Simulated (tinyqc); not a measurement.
Worked calculation: oxidation of curved silicon (wires and holes): cylindrical Deal-Grove kinetics with stress-retarded reaction. Computed by tinyqc, a small Python program that keeps every step. Command: `OMP_NUM_THREADS=1 python tinyqc.py 3026784 3026785 out.jsonl wireox walk`. One thread of a shared host (Intel(R) Xeon(R) Processor @ 2.30GHz), about 0.02 s of CPU time with the checks. Intermediate numbers are printed to about 6 digits and carried at full precision; extremes and crossings named in words are read from the listed rows.

Silicon fills r < a and oxide a < r < b. One volume of silicon gives 2.25 volumes of oxide, and the length is fixed.

Inputs (values chosen for the exercise, close to those used for silicon in dry oxygen):
```
quantity                       value        unit
prefactor B0                     777      um^2/h
activation energy E_B           1.22          eV
prefactor (B/A)0            4.57e+06        um/h
activation energy E_A           2.02          eV
starting silicon radius a0        83          nm
starting oxide x_i                 1          nm
viscosity prefactor eta0     1.5e-08        Pa s
viscosity energy E_eta          5.49          eV
critical shear stress s_c         33         MPa
activation volume V_k             15  angstrom^3
temperature T                   1050           C
time t                           1.1           h
```

Shape: wire (convex).

Constants: k_B = 8.617333262e-05 eV/K.

## Planar constants and viscosity

B = B0 exp(-E_B/(k_B T)), B/A = (B/A)0 exp(-E_A/(k_B T)), eta = eta0 exp(E_eta/(k_B T)); 1 um = 1000 nm. Temperatures in kelvin are T(C) + 273.15.

B = 17520.0 nm^2/h

B/A = 92.4462 nm/h

low-stress viscosity eta = 1.22204e+13 Pa s

k_B T = 0.114020 eV

## Rate at the start

Geometry: b^2 = b0^2 + 1.25 (a0^2 - a^2), b0 = a0 + x_i. Rate of oxide made per interface area: q = 1/[1/k + 2 a |ln(b/a)|/B], and |da/dt| = q/2.25. Reaction k = (B/A) exp(-sigma V_k/(k_B T)). New oxide pushes the old with radial speed u = 1.25 |da/dt| at r = a; the shear stress at radius r is s_c asinh(z a^2/r^2), z = 2 eta u/(a s_c) (Eyring flow), and the compressive normal stress at the interface is sigma = |int_a^b 2 s/r dr| = s_c |F(z) - F(z a^2/b^2)|, F(y) = int_0^y asinh(w)/w dw. q and sigma are solved together. 1 MPa angstrom^3 = 6.241509e-6 eV.

oxide radius b0 = 84 nm

rate q without stress = 91.4865 nm/h

normal stress sigma = 4.35825 MPa

factor on the reaction = 0.996428

rate q with stress = 91.1631 nm/h

## State after time t

Integrate da/dt adaptively (tolerance 1e-8); a wire counts as consumed at a = 0.5 nm and a hole as closed at b = 0.5 nm. Planar reference: x^2 + A x = B t + x_i^2 + A x_i, A = B/(B/A).

silicon radius a = 50.3207 nm

oxide thickness = 61.4918 nm

normal stress at time t = 249.778 MPa

planar thickness = 73.8884 nm

ratio to the planar thickness = 0.832225

Stress now cuts the reaction constant to 81 % of its planar value. Caution: the oxide is taken as a purely viscous fluid in steady flow; elasticity, stress-dependent diffusion and thin-oxide enhancement are left out.

## Geometry alone against geometry with stress

A dash marks a stress-free run that has consumed the wire or closed the hole.

Oxide thickness (nm):
```
t (h)   planar  curved, no stress  curved, with stress   a (nm)  sigma (MPa)
0.033    3.973              3.927               3.9023  81.6890       16.805
0.110   10.583             10.268              10.1090  78.8017       42.566
0.220   19.365             18.417              17.9535  74.9883       73.915
0.440   35.159             32.533              31.2811  68.0827      125.696
0.770   55.774             50.321              47.6952  58.8117      190.490
1.100   73.888             65.631              61.4918  50.3207      249.778
1.650  100.377             87.890              80.8516  37.2038      351.097
2.200  123.676            107.906              97.1004  24.9265      473.469
```

At 2.2 h the thickness is 0.872 of the planar value from geometry alone and 0.785 with stress. On a wire the new oxide spreads over a larger circumference, which thins it, while the oxidant converges on a smaller interface. Stress takes 10 % off the stress-free value. Caution: elasticity of the oxide, stress-dependent diffusion and thin-oxide enhancement are left out.

Checks made by the program: large-radius limit against the planar law (relative difference 8e-07).
